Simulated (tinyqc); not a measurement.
## Electron continuity equation in a given potential, Scharfetter-Gummel discretisation: three discretisations compared

Steady state in one dimension: J = q mu n E + q D dn/dx with E = -dpsi/dx and D = mu Vt, dJ/dx = 0, fixed densities nL and nR at the ends. The potential is given, psi = 0 for x < L/2 and U (2 x/L - 1) beyond, and is not changed by the electrons.

12 equal intervals. Fluxes J_i = (q D/h)(n_(i+1) P_i - n_i Q_i), d_i = (psi_(i+1) - psi_i)/Vt: Scharfetter-Gummel P = B(d), Q = B(-d), B(d) = d/(exp(d) - 1); central P = 1 - d/2, Q = 1 + d/2; upwind P = 1 + max(-d, 0), Q = 1 + max(d, 0). Balance at each inner node: J_i - J_(i-1) = 0. The reference is Scharfetter-Gummel on 2400 intervals.

Inputs (values chosen for the exercise); mobility close to that of gallium arsenide at room temperature:
- T = 300 K (temperature)
- mu = 8140 cm^2/(V s) (electron mobility)
- L = 0.63 um (length of the region)
- nL = 5.6e15 cm^-3 (density at x = 0)
- nR = 0 cm^-3 (density at x = L)
- U = 1.2 V (potential difference psi(L) - psi(0))

Constants: q = 1.602176634e-19 C, kB = 1.380649e-23 J/K, Vt = kB T/q. Results are converted to the units shown.

Densities (cm^-3):

| node | Scharfetter-Gummel | central | upwind | reference |
|---|---|---|---|---|
| 0 | 5.600e15 | 5.600e15 | 5.600e15 | 5.600e15 |
| 1 | 4.686e15 | 4.686e15 | 4.686e15 | 4.686e15 |
| 2 | 3.773e15 | 3.771e15 | 3.773e15 | 3.773e15 |
| 3 | 2.859e15 | 2.857e15 | 2.859e15 | 2.859e15 |
| 4 | 1.945e15 | 1.942e15 | 1.945e15 | 1.945e15 |
| 5 | 1.032e15 | 1.028e15 | 1.032e15 | 1.032e15 |
| 6 | 1.181e14 | 1.133e14 | 1.181e14 | 1.181e14 |
| 7 | 1.181e14 | 1.266e14 | 1.181e14 | 1.181e14 |
| 8 | 1.181e14 | 1.040e14 | 1.181e14 | 1.181e14 |
| 9 | 1.181e14 | 1.424e14 | 1.179e14 | 1.181e14 |
| 10 | 1.181e14 | 7.717e13 | 1.166e14 | 1.181e14 |
| 11 | 1.180e14 | 1.878e14 | 1.046e14 | 1.180e14 |
| 12 | 0 | 0 | 0 | 0 |

What does the comparison show, and why?

Largest errors as a share of the largest reference density listed: Scharfetter-Gummel under 1e-7 %, central 1.2 %, upwind 0.24 %. The largest |d| is 7.74. Central differences oscillate from node to node, since P or Q changes sign once |d| exceeds 2. Upwinding stays positive but acts as if D were larger by the factor 1 + |d|/2, up to 4.87 here.

Range of the model: The drift velocity mu E exceeds 1e7 cm/s somewhere, where real mobilities no longer stay constant.

Numbers from tinyqc (`OMP_NUM_THREADS=1 python tinyqc.py 2220051 2220052 out.jsonl`; about 0.01 s on one thread of a shared Intel Xeon 2.30GHz).
